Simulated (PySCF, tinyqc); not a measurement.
RHF in the sto-6g basis, for B+, spin multiplicity 1, step by step. The lowest restricted solution is unstable here: a spin-polarised one lies 0.0000 hartree lower (PySCF). One step of it, computed by the program tinyqc.

Task: Iteration 1: building the Fock matrix. J_ij = sum D_kl (ij|kl), K_ij = sum D_kl (ik|jl); F = H + J - 0.5 K; E = tr D H + tr D J / 2 - 0.25 tr D K + E_nn.

D at the start:
```
            1B 1s      1B 2s    1B 2px    1B 2py    1B 2pz
1B 1s    2.150925  -0.569761  0.000000  0.000000  0.000000
1B 2s   -0.569761   2.150925  0.000000  0.000000  0.000000
1B 2px   0.000000   0.000000  0.000000  0.000000  0.000000
1B 2py   0.000000   0.000000  0.000000  0.000000  0.000000
1B 2pz   0.000000   0.000000  0.000000  0.000000  0.000000
```

core Hamiltonian H = T + V (hartree):
```
             1B 1s      1B 2s     1B 2px     1B 2py     1B 2pz
1B 1s   -12.444477  -3.078069   0.000000   0.000000   0.000000
1B 2s    -3.078069  -3.375648   0.000000   0.000000   0.000000
1B 2px    0.000000   0.000000  -2.624950   0.000000   0.000000
1B 2py    0.000000   0.000000   0.000000  -2.624950   0.000000
1B 2pz    0.000000   0.000000   0.000000   0.000000  -2.624950
```

Two-electron integrals (ij|kl) in chemists' order, unique and non-zero (hartree):
```
(11|11) 2.924993   (21|11) 0.480756   (21|21) 0.099484   (22|11) 0.743449
(22|21) 0.188967   (22|22) 0.544922   (31|31) 0.021096   (32|31) 0.030854
(32|32) 0.120443   (33|11) 0.743450   (33|21) 0.188967   (33|22) 0.544922
(33|33) 0.587109   (41|41) 0.021096   (42|41) 0.030854   (42|42) 0.120443
(43|43) 0.031641   (44|11) 0.743450   (44|21) 0.188967   (44|22) 0.544922
(44|33) 0.523827   (44|44) 0.587109   (51|51) 0.021096   (52|51) 0.030854
(52|52) 0.120443   (53|53) 0.031641   (54|54) 0.031641   (55|11) 0.743450
(55|21) 0.188967   (55|22) 0.544922   (55|33) 0.523827   (55|44) 0.523827
(55|55) 0.587109
```

nuclear repulsion = 0 hartree

Give: Coulomb J; exchange K; Fock matrix F; total energy of this density.

Result:

Coulomb J (hartree):
```
         1B 1s   1B 2s  1B 2px  1B 2py  1B 2pz
1B 1s   7.3427  1.3272  0.0000  0.0000  0.0000
1B 2s   1.3272  2.5559  0.0000  0.0000  0.0000
1B 2px  0.0000  0.0000  2.5559  0.0000  0.0000
1B 2py  0.0000  0.0000  0.0000  2.5559  0.0000
1B 2pz  0.0000  0.0000  0.0000  0.0000  2.5559
```

exchange K (hartree):
```
         1B 1s   1B 2s  1B 2px  1B 2py  1B 2pz
1B 1s   5.9576  0.9603  0.0000  0.0000  0.0000
1B 2s   0.9603  1.1707  0.0000  0.0000  0.0000
1B 2px  0.0000  0.0000  0.2693  0.0000  0.0000
1B 2py  0.0000  0.0000  0.0000  0.2693  0.0000
1B 2pz  0.0000  0.0000  0.0000  0.0000  0.2693
```

Fock matrix F (hartree):
```
          1B 1s    1B 2s   1B 2px   1B 2py   1B 2pz
1B 1s   -8.0806  -2.2310   0.0000   0.0000   0.0000
1B 2s   -2.2310  -1.4052   0.0000   0.0000   0.0000
1B 2px   0.0000   0.0000  -0.2037   0.0000   0.0000
1B 2py   0.0000   0.0000   0.0000  -0.2037   0.0000
1B 2pz   0.0000   0.0000   0.0000   0.0000  -0.2037
```

total energy of this density = -24.190562 hartree

This density is the starting one.
